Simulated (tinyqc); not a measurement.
What moves the Fermi level: Fermi-Dirac statistics of conduction electrons.

Non-parabolic band E (1 + alpha E) = c k^2/m: n = Nc (2/sqrt(pi)) integral_0^infinity sqrt(x (1 + a x)) (1 + 2 a x) dx/(1 + exp(x - eta)) with a = alpha kT and eta = (EF - Ec)/kT; a = 0 gives n = Nc F_1/2(eta).

Constants: hbar^2/2m0 = 3.80998211 eV angstrom^2; kB = 8.617333262e-05 eV/K.

Values chosen for the exercise (near those of InP, lowest valleys alone; the results hold for these values, not for the real material): m = 0.0748 m0 (density-of-states mass of the conduction band); T = 400 K; n = 5.4e+16 1/cm^3 (electron density); alpha = 0.66 1/eV (non-parabolicity).

N = 2 (m kB T/(4 pi c))^(3/2) with c = hbar^2/2m0, in 1/angstrom^3; times 1e24 for 1/cm^3.

One parameter was then changed.

Results before and after:
```
case,parabolic EF - Ec (meV),non-parabolic EF - Ec (meV)
base,-91.67,-94.64
changed,-96.72,-99.68
```

Which of these changes was made? (a) alpha = 0.99 1/eV; (b) m = 0.0823 m0; (c) n = 1.08e+17 1/cm^3; (d) T = 450 K.

Answer: (b) m = 0.0823 m0. Of the candidates, run in turn, only this one gives the changed row.

All candidates:
```
case,parabolic EF - Ec (meV),non-parabolic EF - Ec (meV)
base,-91.67,-94.64
m = 0.0823 m0,-96.72,-99.68
T = 450 K,-110.13,-113.86
n = 1.08e+17 1/cm^3,-66.94,-70.02
alpha = 0.99 1/eV,-91.67,-96.07
```

Program tinyqc; command `OMP_NUM_THREADS=1 python tinyqc.py 1650011 1650012 out.jsonl`; about 0.01 s on one thread of a shared Intel(R) Xeon(R) Processor @ 2.30GHz.
